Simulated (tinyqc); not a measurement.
Bowing of the band edge from disorder: coherent potential approximation for a binary alloy with a semi-elliptic band.

Site levels eA = -x d (share 1 - x) and eB = (1 - x) d (share x), so that their mean, the virtual crystal, is 0. Pure band: G0(z) = 2 (z - sqrt(z - W) sqrt(z + W))/W^2 with principal roots, density -Im G/pi per site. The medium has a self-energy S(z), G = G0(z - S), z = E + i eta. t_i = (e_i - S)/(1 - (e_i - S) G); the CPA demands <t> = (1 - x) tA + x tB = 0. Iteration: start at S = 0, set S(new) = S + <t>/(1 + <t> G), stop when |<t>| < 1e-9 eV.

Parameters, chosen for this exercise: W = 2.3 eV (half width of the pure band); d = 1.24 eV (eB - eA).

For eta = 0 the CPA reads G = (1 - x)/(y - eA) + x/(y - eB) with y = E - W^2 G/4; the lower edge is the maximum of E(y) = y + W^2 G(y)/4 for y < eA. The virtual crystal puts it at -W. Second order: -W - 2 x (1 - x) d^2/W, from S = x (1 - x) d^2 G0(-W), G0(-W) = -2/W.

Lower edge (eV):

| x | edge | edge + W | second order | (edge + W)/(x (1 - x)) |
|---|---|---|---|---|
| 0.05 | -2.3317 | -0.0317 | -0.0635 | -0.6680 |
| 0.10 | -2.3625 | -0.0625 | -0.1203 | -0.6950 |
| 0.25 | -2.4486 | -0.1486 | -0.2507 | -0.7927 |
| 0.40 | -2.5228 | -0.2228 | -0.3209 | -0.9283 |
| 0.50 | -2.5633 | -0.2633 | -0.3343 | -1.0533 |
| 0.60 | -2.5942 | -0.2942 | -0.3209 | -1.2256 |
| 0.75 | -2.6128 | -0.3128 | -0.2507 | -1.6681 |
| 0.90 | -2.5634 | -0.2634 | -0.1203 | -2.9270 |
| 0.95 | -2.5069 | -0.2069 | -0.0635 | -4.3561 |

second-order coefficient = -1.3370 eV

What does the comparison show, and why?

Disorder pushes the edge below the virtual crystal, most at x = 0.75 (-313 meV). The coefficient runs from -0.668 at x = 0.05 to -4.356 eV at 0.95, against -1.337 in second order, which is only a guide at d/W = 0.54: it depends strongly on x and is largest in size where the low-lying A atoms are dilute and act as attractive impurities. For d above W/2 they bind a level, and the ratio then measures that level rather than bowing.

Run: tinyqc, `OMP_NUM_THREADS=1 python tinyqc.py 1452121 1452122 out.jsonl`; Intel(R) Xeon(R) Processor @ 2.30GHz, one thread, shared host; about 0.02 s of CPU time with all checks.
